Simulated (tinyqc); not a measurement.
Worked calculation: defect-molecule model of a vacancy with Jahn-Teller distortion. Values are carried at full precision from step to step, so a last printed digit may differ when a step is redone from the rounded ones.

Four dangling hybrids a, b, c, d point into the vacancy: H_ii = E0, and -gm between any two. A tetragonal distortion Q pairs a with b and c with d: those two couplings become -gm - I Q and the other four -gm + I Q/2, at an elastic cost k Q^2/2. The a1 level holds two electrons; charge states 2+, + and 0 put n = 0, 1, 2 more into the lowest level of t2 origin. Energy from the 2+ state at Q = 0, with the Fermi level mu counted from Ev: W_n(Q) = n (et - 2 I Q) + k Q^2/2 + Uc n (n - 1)/2 - n mu. et = E0 + gm is the undistorted t2 level.

Inputs chosen for the exercise (of the size used for the vacancy in silicon; the results hold for these values, not for the real material): E0 = -0.12 eV (level of a dangling hybrid, from Ev); gm = 0.36 eV (coupling between two dangling hybrids); I = 0.97 eV/angstrom (Jahn-Teller coupling); k = 16.6 eV/angstrom^2 (force constant of the mode); Uc = 0.26 eV (repulsion of two electrons in one orbital); Q = 0.28 angstrom (a trial distortion).

## The molecule at a trial distortion

Fill in H at Q.

H (eV):
```
         a        b        c        d
a  -0.1200  -0.6316  -0.2242  -0.2242
b  -0.6316  -0.1200  -0.2242  -0.2242
c  -0.2242  -0.2242  -0.1200  -0.6316
d  -0.2242  -0.2242  -0.6316  -0.1200
```

## One-electron levels

Diagonalise. By symmetry: a + b + c + d at E0 - 3 gm, a + b - c - d at E0 + gm - 2 I Q, and the pair a - b, c - d at E0 + gm + I Q.

levels (eV): -1.2000  -0.3032  0.5116  0.5116

The t2 triplet has split by 3 I Q = 0.8148 eV, and its centre has stayed.

## Relaxed charge states

Minimise W_n over Q: Q_n = 2 n I/k, gain n^2 E_JT with E_JT = 2 I^2/k. W_n at mu = 0 is n et - n^2 E_JT + Uc n (n - 1)/2.

E_JT = 0.1134 eV

States:
```
n  charge  Q_n (angstrom)  gain (eV)  W_n (eV)
0      2+          0.0000     0.0000    0.0000
1       +          0.1169     0.1134    0.1266
2       0          0.2337     0.4534    0.2866
```

## Transition levels and the effective U

From the energies W_n of the relaxed states with n = 0, 1, 2 electrons: E(2+/+) = W1 - W0, E(+/0) = W2 - W1, U_eff = E(+/0) - E(2+/+), E(2+/0) = (W2 - W0)/2.

levels above Ev (eV): (2+/+) 0.1266, (+/0) 0.1599, (2+/0) 0.1433

U_eff = 0.0333 eV

U_eff > 0: the + state is the lowest for mu between 0.1266 and 0.1599 eV. The vacancy in silicon is known as a negative-U centre; these values fall on the other side of the balance.

## Vertical against thermal levels

At fixed Q the level for adding the first electron is et - 2 I Q. Capture into 2+ at Q0 = 0 costs et; removal from + at Q1 = 2 I/k takes place at et - 2 E_JT, E_JT = 2 I^2/k; the thermal level lies between, and the Franck-Condon shift is E_JT on each side. et = E0 + gm.

levels (eV): vertical at Q0 0.2400, thermal 0.1266, vertical at Q1 0.0133

Stokes shift = 0.2267 eV

## Checks

- W2 from the formula against a numerical minimum over Q with the level from H(Q): both 0.28655.

tinyqc: `OMP_NUM_THREADS=1 python tinyqc.py 1480861 1480862 out.jsonl`; about 0.01 s, one thread, shared Intel(R) Xeon(R) Processor @ 2.30GHz.
